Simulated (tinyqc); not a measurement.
Two-step dopant diffusion (predeposition and drive-in) with a constant diffusivity: one step, computed by the program tinyqc. Command: `OMP_NUM_THREADS=1 python tinyqc.py 3014813 3014814 out.jsonl dopdiff walk`. One thread of a shared host (Intel(R) Xeon(R) Processor @ 2.30GHz), about 0.04 s of CPU time with the checks.

Fick diffusion into a half space x > 0 whose background doping C_B is of the opposite type, so that a junction lies where C = C_B.

Question. Thermal budget with ramps. D = D0 exp(-E/(k_B T)). Temperatures in kelvin are T(C) + 273.15. One ramp between the stand-by temperature and T2 adds int D dT / rate (40-point Gauss-Legendre); the usual estimate counts it as an extra time k_B T2^2/(E rate) at T2. (Dt)2 = D2 t2 + two ramps, times in seconds.

Inputs (values chosen for the exercise, modelled on boron in silicon):
```
quantity                      value    unit
prefactor D0                   1.13  cm^2/s
activation energy E            3.52      eV
predeposition temperature T1   1050       C
drive-in temperature T2        1050       C
drive-in time t2                 20     min
ramp rate                        20   C/min
stand-by temperature            800       C
```

Furnace ramps of the drive-in: linear ramps.

D2 = 4.422470e-14 cm^2/s

Constants: k_B = 8.617333262e-05 eV/K.

Give: budget of one ramp; estimated extra time of one ramp; drive-in budget (Dt)2.

Answer.

budget of one ramp = 5.347e-12 cm^2

estimated extra time of one ramp = 2.143 min

drive-in budget (Dt)2 = 6.376e-11 cm^2

The integral equals 2.02 min at T2, against the estimate 2.14 min; both ramps make 17 % of the budget.
